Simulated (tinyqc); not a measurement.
From results to parameters: Luttinger model of the valence bands. Computed by the program tinyqc.

Problem. In the four-band Luttinger model 1/m = g1 -/+ 2 g2 along [100] and g1 -/+ 2 g3 along [111]. Find g1, g2, g3 and the light hole mass along [111].

heavy and light hole masses along [100] (electron masses): 0.346021  0.098717
heavy hole mass along [111] = 0.321543 electron masses

Solution. The mean of the two inverse masses along [100] is g1 and a quarter of their difference is g2; g3 = (g1 - 1/m_hh[111])/2.

g1, g2, g3: 6.5100  1.8100  1.7000
light hole mass along [111] = 0.1009 electron masses
